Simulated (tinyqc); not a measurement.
Off-state leakage of single and stacked transistors: two steps of the calculation.

n-channel devices of unit width. Subthreshold current I(Vg, Vs, Vd) = I0 (T/300 K)^0.5 exp[(Vg - Vs - VT(T) - gb (Vs - Vb) + dd (Vd - Vs))/(nf Vt)] (1 - exp(-(Vd - Vs)/Vt)), VT(T) = VT - cT (T - 300 K). Gate-edge tunnelling Ig (Vd/1 V) exp(ag (Vd - 1 V)), for a gate at 0 V, and band-to-band leakage Ab u exp(-Bb/u), u = Vd - Vb + 1 V, flow at a drain held at V; both are taken as independent of T. In a stack of off transistors (all gates at 0 V) the same subthreshold current passes through each.

Parameters, values chosen for the exercise; values of the order met in bulk silicon logic transistors:
- T = 300 K (temperature)
- V = 1 V (supply voltage)
- VT = 0.34 V (threshold at 300 K, zero drain and body bias)
- cT = 0.9 mV/K (fall of the threshold with temperature)
- I0 = 0.14 uA/um (current at threshold at 300 K)
- nf = 1.45 (slope factor)
- dd = 0.09 (drain-induced lowering per volt)
- gb = 0.15 (rise of the threshold per volt of source-body bias)
- Ig = 2e-6 uA/um (gate-edge tunnelling current at 1 V)
- ag = 5.2 1/V (exponential slope of the gate current)
- Ab = 6 uA/(um V) (prefactor of band-to-band leakage at the drain)
- Bb = 19 V (its exponential voltage)
- Vb = 0 V (body voltage)

Constants: q = 1.602176634e-19 C, kB = 1.380649e-23 J/K, Vt = kB T/q. Results are converted to the units shown.

Task 1. Leakage of one transistor. Vg = Vs = 0, Vd = V; effective threshold VT(T) - gb Vb - dd V.

Give: effective threshold; parts; total; shares.

Result 1.

effective threshold = 0.25000 V
parts (nA/um): subthreshold 0.17771, gate edge 0.0020000, band-to-band 0.89822
total = 1.0779 nA/um
shares (%): subthreshold 16.486, gate edge 0.18554, band-to-band 83.329

The band-to-band part is the largest.

Task 2. New Vx. Stack of two, Vx the node between them: I_low = I(0, 0, Vx), I_up = I(0, Vx, V), f = ln(I_up/I_low), f' = -(1 + gb + 2 dd)/(nf Vt) - 1/(Vt (exp(Vx/Vt) - 1)) - 1/(Vt (exp((V - Vx)/Vt) - 1)), Vx(new) = Vx - f/f'.

Vx at the start = 0.068 V

Find: I_low; I_up; f; f'; Vx after iteration 1.

Result 2.

I_low = 0.017596 nA/um
I_up = 0.018741 nA/um
f = 0.063042
f' = -38.484 1/V
Vx after iteration 1 = 0.069638 V

Numbers from tinyqc (`OMP_NUM_THREADS=1 python tinyqc.py 2242099 2242100 out.jsonl`; about 0.04 s on one thread of a shared Intel Xeon 2.30GHz).
